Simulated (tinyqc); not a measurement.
Lateral field, substrate current, probability of reaching the oxide barrier and hot-carrier lifetime of a silicon transistor (pseudo-two-dimensional and lucky-electron models): one step, computed by the program tinyqc. Command: `OMP_NUM_THREADS=1 python tinyqc.py 3028466 3028467 out.jsonl hotcar walk`. One thread of a shared host (Intel(R) Xeon(R) Processor @ 2.30GHz), about 0.01 s of CPU time with the checks.

Local-field models: a lucky carrier gains its energy at the peak field over a path free of collisions. Voltages are magnitudes.

Problem. Peak lateral field. C_ox = 3.9 eps_0/t; F_sat = 2 v_s/mu; V_Dsat = V_ov F_sat L/(V_ov + F_sat L), V_ov = V_G - V_T; I_D/W = C_ox v_s (V_ov - V_Dsat). Scale length l = 0.22 t^(1/3) x_j^(1/2) (all in cm); F_m = sqrt(((V_D - V_Dsat)/l_e)^2 + F_sat^2), with l_e = l; length of the velocity-saturated region l_e ln((V_D - V_Dsat)/(l_e F_sat) + F_m/F_sat).

Inputs (values chosen for the exercise, modelled on a silicon n-channel):

| quantity | value | unit |
|---|---|---|
| channel length L | 940 | nm |
| oxide thickness t | 26 | nm |
| junction depth x_j | 280 | nm |
| mobility mu | 350 | cm^2/(V s) |
| saturation velocity v_s | 0.79 | 1e7 cm/s |
| threshold voltage V_T | 0.44 | V |
| gate voltage V_G | 4.5 | V |
| drain voltage V_D | 7.2 | V |
| ionisation prefactor A_i | 1.9e+06 | 1/cm |
| ionisation field B_i | 1.74 | MV/cm |
| hot-carrier mean free path lambda | 7.6 | nm |
| oxide barrier phi_b | 3.1 | eV |
| interface-trap threshold phi_it | 3.7 | eV |
| lifetime constant H | 4 | s microampere/micrometre |

Drain: abrupt.

Constants: eps_0 = 8.8541878128e-12 F/m.

Give: scale length l; peak field F_m; velocity-saturated length; energy gained over one free path, e lambda F_m.

Solution.

scale length l = 160.08 nm

peak field F_m = 323.34 kV/cm

velocity-saturated length = 425.34 nm

energy gained over one free path, e lambda F_m = 0.24574 eV
